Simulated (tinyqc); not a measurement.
What each parameter does: polytypes by hexagonality, and a cubic inclusion as a quantum well.

Gap: E3 + (E2 - E3) h. Valence top Ev2 h and polarisation P2 h, both counted from 3C; Ec = Ev + gap.

A cubic inclusion of width L = N d in the host (h = 1) is a well of depth V = Ec(host) - Ec(3C). Square well with mass mismatch: k tan(k L/2) = (m_w/m_b) q, k = sqrt(m_w E/c), q = sqrt(m_b (V - E)/c), c = hbar^2/2m0, lowest root. The depth of the level, V - E, is its binding, and the transition to the valence top of the host is gap(host) - (V - E). The step in polarisation gives a field |F| = |P|/(eps eps0) in a thin inclusion, eps0 = 8.8541878e-12 F/m.

Constants: hbar^2/2m0 = 3.80998211 eV angstrom^2.

Inputs chosen for the exercise (of the order of those of InP; not measured data):
- E3 = 1.412 eV (gap of the cubic polytype)
- E2 = 1.48 eV (gap of 2H)
- Ev2 = 0.046 eV (valence top of 2H above that of 3C)
- P2 = -0.0017 C/m^2 (spontaneous polarisation of 2H)
- m = (0.08, 0.078) m0 (electron mass along c in the cubic layer and in the host)
- d = 3.387 angstrom (thickness of a double layer)
- eps = 12.8 (dielectric constant)
- N = 6 (double layers in the cubic inclusion)

Well depth, depth of the level, transition without the field and field.

Results for these values:
```
case,V (eV),depth (eV),transition (eV),|F| (MV/cm)
base,0.1140,0.0210,1.4590,0.150
```

What happens to each result for m = (0.096, 0.078) m0, all else kept?

Answer: V does not change at the printed digits; depth rises from 0.0210 to 0.0215; transition falls from 1.4590 to 1.4585; |F| does not change at the printed digits.

The same for each parameter in turn:
```
case,V (eV),depth (eV),transition (eV),|F| (MV/cm)
base,0.1140,0.0210,1.4590,0.150
N = 7,0.1140,0.0265,1.4535,0.150
Ev2 = 0.076 eV,0.1440,0.0317,1.4483,0.150
E3 = 1.392 eV,0.1340,0.0280,1.4520,0.150
E2 = 1.51 eV,0.1440,0.0317,1.4783,0.150
P2 = -0.0022 C/m^2,0.1140,0.0210,1.4590,0.194
eps = 13.8,0.1140,0.0210,1.4590,0.139
"m = (0.096, 0.078) m0",0.1140,0.0215,1.4585,0.150
```

(tinyqc, `OMP_NUM_THREADS=1 python tinyqc.py 1880886 1880887 out.jsonl`, Intel(R) Xeon(R) Processor @ 2.30GHz, 1 thread, shared host, about 0.04 s.)
